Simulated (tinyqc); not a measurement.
Plane-wave Kohn-Sham cycle with exchange-only LDA in a layered model solid, step by step. One step of it, computed by the program tinyqc.

Problem. Iteration 2: potential. V_H(G) = 4 pi rho(G)/G^2 for G != 0 (uniform background); v_x = -(3 rho/pi)^(1/3); V = V_ext + V_H + v_x; Fourier components f(G_m) = (1/N) sum_j f(x_j) exp(-i G_m x_j).

A solid whose potential varies along x alone (atomic units):
```
parameter                      value
period a                    6.700000
cross-section of the cell  36.000000
electrons per cell                 2
grid points                       16
plane waves -n..n, n               2
k points                           4
V1 in V1 cos(2 pi x/a)     -0.420000
```

density after iteration 1 (e/bohr^3): 0.02216236  0.02022640  0.01539673  0.00982987  0.00533881  0.00254716  0.00114394  0.00056407  0.00041367  0.00056407  0.00114394  0.00254716  0.00533881  0.00982987  0.01539673  0.02022640

Give: Potentials on the grid; V(G_m), m = 0, 1, 2, ....

Solution.

Potentials on the grid (hartree):
```
x         V_ext      V_H      v_x        V
0.0000  -0.4200   0.1610  -0.2766  -0.5356
0.4188  -0.3880   0.1461  -0.2683  -0.5103
0.8375  -0.2970   0.1054  -0.2450  -0.4366
1.2563  -0.1607   0.0492  -0.2109  -0.3225
1.6750        0  -0.0106  -0.1721  -0.1827
2.0938   0.1607  -0.0642  -0.1345  -0.0380
2.5125   0.2970  -0.1054  -0.1030   0.0886
2.9312   0.3880  -0.1310  -0.0814   0.1756
3.3500   0.4200  -0.1397  -0.0734   0.2069
3.7687   0.3880  -0.1310  -0.0814   0.1756
4.1875   0.2970  -0.1054  -0.1030   0.0886
4.6063   0.1607  -0.0642  -0.1345  -0.0380
5.0250        0  -0.0106  -0.1721  -0.1827
5.4437  -0.1607   0.0492  -0.2109  -0.3225
5.8625  -0.2970   0.1054  -0.2450  -0.4366
6.2812  -0.3880   0.1461  -0.2683  -0.5103
```

V(G_m), m = 0, 1, 2, ... (hartree): -0.1738  -0.1857  0.0046  0.0001  0.0001
